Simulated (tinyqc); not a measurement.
Alloy A(1-x)B(x) by interpolation with bowing, step by step. Values are carried at full precision from step to step, so a last printed digit may differ when a step is redone from the rounded ones.

Each gap follows E(x) = (1 - x) E_A + x E_B - C x (1 - x); the lattice constant follows Vegard, a(x) = (1 - x) a_A + x a_B.

Constants: hc = 1239.841984 eV nm; kB = 8.617333262e-05 eV/K.

Inputs chosen for the exercise (A near InSb, B near InAs; the results hold for these values, not for the real material): a = (6.479, 6.067) angstrom (lattice constant of A, B); x = 0.69 (fraction of B); Eg = (0.235, 0.413) eV (gap at Gamma to the s-like level of A, B); EgX = (0.633, 1.437) eV (gap to the lowest valley along Gamma-X of A, B); EgL = (0.926, 1.119) eV (gap to L of A, B); C = (0.584, 0.705, 0.548) eV (bowing of the Gamma, X and L gaps); Dso = (0.821, 0.387) eV (spin-orbit splitting of A, B); Ep = (23.5, 21.5) eV (Kane energy of A, B); me = (0.0136, 0.026) m0 (electron mass at Gamma of A, B); Cs = 1.35 eV (bowing of Dso); md = (0.0133, 0.85, 0.48) m0 (density-of-states masses of Gamma, all X and all L valleys); T = 77 K (temperature).

## Gaps and lattice constant at x

Also give the wavelength hc/E of the lowest gap.

a(x) = 6.1947 angstrom

linear parts (eV): Gamma 0.3578, X 1.1878, L 1.0592

bowing terms C x (1 - x) (eV): Gamma 0.1249, X 0.1508, L 0.1172

gaps (eV): Gamma 0.2329, X 1.0370, L 0.9420

wavelength of the lowest gap = 5323.4 nm

The lowest valley is Gamma, so the gap is direct; the next, L, lies 709 meV higher.

## Where the valleys cross

The difference of two gaps is a quadratic q2 x^2 + q1 x + q0 with q2 = C_i - C_j, q1 = (E_B - E_A - C)_i - (E_B - E_A - C)_j, q0 = E_A,i - E_A,j; give its roots between 0 and 1 (a dash: none).

Crossings:

| pair | q2 | q1 | q0 | first root | second root |
|---|---|---|---|---|---|
| Gamma-X | -0.121 | -0.505 | -0.398 | - | - |
| Gamma-L | 0.036 | -0.051 | -0.691 | - | - |
| X-L | 0.157 | 0.454 | -0.293 | 0.5433 | - |

The lowest valley is Gamma at every x. The other crossings lie above the lowest valley.

## Electron mass of the alloy

Mass at Gamma from the Kane formula 1/m = F + Ep (Eg + 2 Dso/3)/(Eg (Eg + Dso)). F is fixed by the masses of A and B and interpolated linearly, as is Ep; Eg and Dso carry their bowing.

Compare with the linear interpolation of the masses.

F of A, B: -0.5552  -5.2022

Ep, Eg, Dso at x (eV): 22.1200  0.2329  0.2328

m(x) from the Kane formula = 0.0133 m0
m(x) linear = 0.0222 m0

The Kane value lies 40.1 % below the linear one.

## Shares of the electrons in the valleys

Non-degenerate: n_i proportional to md_i^(3/2) exp(-E_i/kT).

md^(3/2): Gamma 0.0015, X 0.7837, L 0.3326

(E - E_min)/kT: Gamma 0.00, X 121.18, L 106.86

shares: Gamma 1.000, X 0.000, L 0.000

Gamma holds most electrons (100.0 %).

## Checks

- The X and L gaps at their crossing x = 0.5433 (eV): both 0.8949.

Computed by tinyqc, a small Python program: `OMP_NUM_THREADS=1 python tinyqc.py 1081380 1081381 out.jsonl` (the numbers bound the seed that draws the inputs); one thread of a shared host (Intel(R) Xeon(R) Processor @ 2.30GHz), about 0.01 s for the whole set of steps.
